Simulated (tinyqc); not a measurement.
# Worked calculation: gate-all-around wire, scale length and short-channel effects

tinyqc, about 0.01 s, one thread, Intel Xeon 2.30GHz (shared host): `OMP_NUM_THREADS=1 python tinyqc.py 2420085 2420086 out.jsonl` Printed values are rounded.

A round wire of diameter ts in an insulator shell of thickness ti under a surrounding gate. Below threshold the potential that source and drain add obeys Laplace's equation and vanishes on the gate. Its lowest mode decays along the channel as exp(-k y); k is the smallest positive root of the matching condition at the interface, and the scale length is Lambda = pi/k.

Parameters, values chosen for the exercise; permittivities: semiconductor close to that of silicon, insulator close to that of zirconium oxide: temperature T = 300 K; relative permittivity of the semiconductor eps_r = 11.7; relative permittivity of the insulator ei = 24.8; insulator thickness ti = 7.9 nm; wire diameter ts = 5.9 nm; channel length L = 34 nm; potential of the source Vbi = 1.02 V; potential of the barrier top at threshold sT = 0.6 V; long-channel threshold VTL = 0.46 V; long-channel body factor m = 1; drain voltage Vds = 0.7 V.

Constants: q = 1.602176634e-19 C, kB = 1.380649e-23 J/K, Vt = kB T/q. Results are converted to the units shown.

## Scan of the matching condition

k, point 0 to 7 (1/nm): [0.04125, 0.0825, 0.12375, 0.165, 0.20625, 0.2475, 0.28875, 0.33]

f(k) = ei J0(u)[J1(u) Y0(v) - Y1(u) J0(v)] - eps_r J1(u)[J0(u) Y0(v) - Y0(u) J0(v)], u = k ts/2, v = u + k ti.

f(k), point 0 to 7: [123.9749, 53.7322, 27.4912, 13.0931, 4.2226, -1.2298, -4.2566, -5.4903]

The first change of sign lies between k = 0.20625 and 0.2475 1/nm.

## Iteration 1: decay constant by Newton steps

k at the start = 0.2062500 1/nm

f(k) = ei J0(u)[J1(u) Y0(v) - Y1(u) J0(v)] - eps_r J1(u)[J0(u) Y0(v) - Y0(u) J0(v)], u = k ts/2, v = u + k ti; f' by a central difference with +/- 1e-5 1/nm; k(new) = k - f/f'.

f = 4.222636
f' = -168.3365 nm
k after iteration 1 = 0.2313345 1/nm

## Iteration 2: decay constant by Newton steps

As before.

f = 0.5752233
f' = -124.0195 nm
k after iteration 2 = 0.2359727 1/nm

## Course of the iteration: decay constant by Newton steps

Stop when k changes by less than 1e-10 1/nm, or after 30 iterations.

Course of the iteration:
```
iteration   k (1/nm)  |change| (1/nm)
1          0.2313345           0.0251
2          0.2359727          4.64e-3
3          0.2361176          1.45e-4
4          0.2361178          1.39e-7
5          0.2361178         1.27e-13
```

Converged in 5 iterations. At the end the number of correct digits about doubles with each step.

## Scale length against simple estimates

k = 0.2361178 1/nm

Lambda = pi/k and l = 1/k. A parabolic potential across the structure gives l(parabolic) = sqrt([2 eps_r ts^2 ln(1 + 2 ti/ts) + ei ts^2]/(16 ei)).

Lambda = 13.30519 nm
l = 4.235175 nm
l(parabolic) = 2.202072 nm

The parabolic estimate is 48 % below l.

## Threshold shift, barrier position and swing

Along the channel psi(y) = s + a exp(y/l) + b exp(-y/l) with psi(0) = Vbi, psi(L) = Vbi + Vds and l = 1/k = Lambda/pi; with A = Vbi - s, B = A + Vds, x = exp(-L/l): a = (B - A x) x/(1 - x^2), b = (A - B x)/(1 - x^2). The minimum is s + 2 sqrt(a b), at y = (l/2) ln(b/a). The long-channel potential follows the gate as s = sT + (Vg - VTL)/m, and the threshold VT is the gate voltage at which the minimum equals sT. Swing = m Vt ln 10/g at threshold, g = d(minimum)/ds = 1 - (b x + a)/((1 + x) sqrt(a b)).

s at threshold = 0.5741959 V
a = 3.737123e-4 V
b = 0.4454304 V
position of the minimum = 14.99953 nm
VT = 0.4341959 V
swing = 62.02052 mV/decade

The threshold lies 25.8 mV below the long-channel value, and the barrier top sits at 0.44 L from the source.
